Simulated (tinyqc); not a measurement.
Inside a calculation. Method: Hubbard ring of 3 sites. One step of it, computed by the program tinyqc.

Task: Mean-field iteration 3. H(up) = T + U n(down), H(down) = T + U n(up); fill the lowest levels; n(new) = n + mixing (n(out) - n); E = tr T (rho up + rho down) + U sum n_up n_down of the output.

one-body matrix (hopping and site energies) (eV):
```
,1,2,3
1,0.000000,-1.320000,-1.320000
2,-1.320000,0.000000,-1.320000
3,-1.320000,-1.320000,0.000000
```

U = 9.200000 eV

electrons, up and down: 2  1

mixing = 1

n(up) after iteration 2: 1 0.980052, 2 0.039897, 3 0.980052

n(down) after iteration 2: 1 0.029161, 2 0.941678, 3 0.029161

Give: levels, up; levels, down; energy; n(up) after iteration 3; n(down) after iteration 3.

Result:

levels, up (eV): -1.3981  1.5883  9.0098

levels, down (eV): -0.0810  8.1445  10.3365

energy = -0.7627 eV

n(up) after iteration 3: 1 0.9834, 2 0.0333, 3 0.9834

n(down) after iteration 3: 1 0.0272, 2 0.9455, 3 0.0272
